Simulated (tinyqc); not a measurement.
## Charge centroid from charge and shift

Inverse problem. A sheet of N electrons in the storage layer of a charge-trap cell shifts the threshold by U = (q/eps0) N (tb/eb + xc tn/en). Find xc and the distance xc tn from the blocking layer.

Inputs (values chosen for the exercise):
- tn = 6.5 nm (storage layer)
- en = 7.2 (its relative permittivity)
- tb = 11.8 nm (blocking layer)
- eb = 9 (its relative permittivity)

Constants: q = 1.602176634e-19 C, eps0 = 8.8541878128e-14 F/cm where lengths are in cm. Results are converted to the units shown.

N = 4.8e12 cm^-2
U = 1.6014188 V

Solution. U eps0/(q N) is the electrical distance from the gate; subtract that of the blocking layer.

xc = 0.590
distance = 3.83 nm

Program tinyqc, `OMP_NUM_THREADS=1 python tinyqc.py 2130090 2130091 out.jsonl`; Intel Xeon 2.30GHz, shared host, one thread, about 0.04 s.
